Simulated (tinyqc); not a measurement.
## On-chip interconnect, size-dependent resistivity and RC delay: delay against the reflection coefficient of grain boundaries

A rectangular line between two neighbours and two ground planes. Surface and grain-boundary scattering are added to the bulk resistivity as corrections; capacitances are parallel-plate values without fringing; inductance is ignored.

Metal width x = wd - 2 tl, height y = AR wd - tl; grain boundaries (Mayadas-Shatzkes): al = (lam/(gr x)) Rg/(1 - Rg), g = 1/[1 - 3 al/2 + 3 al^2 - 3 al^3 ln(1 + 1/al)] - 1; surfaces (Fuchs-Sondheimer, thick limit): s = (3/8) lam (1 - ps)(1/x + 1/y); rho = rho0 (1 + g + s); r = rho/(x y); c = eps0 ek (2 wd/hd + 2 Mf AR wd/sp). Elmore delay tE = Rd (c Lw + Cl) + r Lw (c Lw/2 + Cl); t50 is the time at which the far end of a ladder of 30 pi sections (half capacitances at both ends, Cl at the far end, a step applied through Rd) reaches half the step; line share r Lw/(Rd + r Lw); estimate 0.69 Rd (c Lw + Cl) + 0.38 r c Lw^2 + 0.69 r Lw Cl.

Inputs (values chosen for the exercise); metal values close to those of copper: bulk resistivity rho0 = 1.67 uohm cm; bulk mean free path lam = 40.1 nm; specular share of surface scattering ps = 0; grain size over the metal width gr = 0.7; drawn line width wd = 8.9 nm; aspect ratio, height over width AR = 2; liner on both walls and the bottom, not conducting tl = 1.8 nm; space to the neighbouring lines sp = 11 nm; dielectric height to the planes above and below hd = 19 nm; relative permittivity of the dielectric ek = 3; Miller factor of the neighbours Mf = 1; line length Lw = 110 um; driver resistance Rd = 900 ohm; load capacitance Cl = 0.6 fF.

Constants: eps0 = 8.8541878128e-12 F/m. Results are converted to the units shown.

The same in every row: c (fF/um) = 0.1109.

Result of one run:

| Rg | rho (uohm cm) | r (ohm/um) | tE (ps) | t50 (ps) | estimate (ps) | line share of the resistance (%) |
|---|---|---|---|---|---|---|
| 0.65 | 52.78 | 6224 | 4597 | 3480 | 3464 | 99.87 |

What becomes of these results when the reflection coefficient of grain boundaries Rg is changed from 0.65 to 0.45, all else the same?

Result of the changed run:

| Rg | rho (uohm cm) | r (ohm/um) | tE (ps) | t50 (ps) | estimate (ps) | line share of the resistance (%) |
|---|---|---|---|---|---|---|
| 0.45 | 27.77 | 3275 | 2424 | 1835 | 1826 | 99.75 |

The whole series:

| Rg | rho (uohm cm) | r (ohm/um) | tE (ps) | t50 (ps) | estimate (ps) | line share of the resistance (%) |
|---|---|---|---|---|---|---|
| 0.05 | 9.305 | 1097 | 819.8 | 620.5 | 617.2 | 99.26 |
| 0.15 | 12.31 | 1452 | 1081 | 818.4 | 814.1 | 99.44 |
| 0.25 | 16.10 | 1898 | 1410 | 1067 | 1062 | 99.57 |
| 0.35 | 21.04 | 2481 | 1839 | 1392 | 1385 | 99.67 |
| 0.45 | 27.77 | 3275 | 2424 | 1835 | 1826 | 99.75 |
| 0.55 | 37.50 | 4422 | 3269 | 2475 | 2463 | 99.82 |
| 0.65 | 52.78 | 6224 | 4597 | 3480 | 3464 | 99.87 |
| 0.75 | 80.29 | 9468 | 6986 | 5288 | 5265 | 99.91 |

As Rg goes from 0.05 to 0.75, r rises from 1100 to 9470 ohm/um, c stays at 0.111 fF/um and t50 rises from 621 to 5290 ps. t50/tE stays at 0.757, and the estimate is within 0.54 % of t50.

Range of the model: The metal width is under the mean free path, where the thick-limit surface term and the simple sum of corrections lose accuracy.

tinyqc, about 0.01 s, one thread, Intel Xeon 2.30GHz (shared host): `OMP_NUM_THREADS=1 python tinyqc.py 2100016 2100017 out.jsonl`
